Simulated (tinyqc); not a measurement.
Hall factor, magnetoresistance and optical conductivity for a power-law relaxation time: one step, computed by the program tinyqc. Command: `OMP_NUM_THREADS=1 python tinyqc.py 3026484 3026485 out.jsonl magneto walk`. One thread of a shared host (Intel(R) Xeon(R) Processor @ 2.30GHz), about 0.01 s of CPU time with the checks.

One spherical parabolic band, tau(E) = tau_0 x^s with x = E/(k_B T). Landau quantisation is left out.

Question. Limits. mu = e <tau>/m; weak field r_H = <tau^2>/<tau>^2 and MR = c (mu B)^2, c = <tau^3>/<tau>^3 - r_H^2; strong field r_H = 1 and MR = <tau> <1/tau> - 1.

Inputs (values chosen for the exercise, with a mass close to that of electrons in germanium): effective mass m = 0.12 m_0; tau_0 = 65 fs; temperature T = 500 K.

<tau>/tau_0 = 0.6243677

<tau^2>/tau_0^2 = 0.3916575

<tau^3>/tau_0^3 = 0.2469029

<1/tau> tau_0 = 1.608743

Constants: e = 1.602176634e-19 C; m_0 = 9.1093837015e-31 kg.

Give: drift mobility mu; weak-field Hall factor; coefficient c; saturation MR.

Answer.

drift mobility mu = 595 cm^2/(V s)

weak-field Hall factor = 1.00

coefficient c = 0.00502

saturation MR = 0.445 %
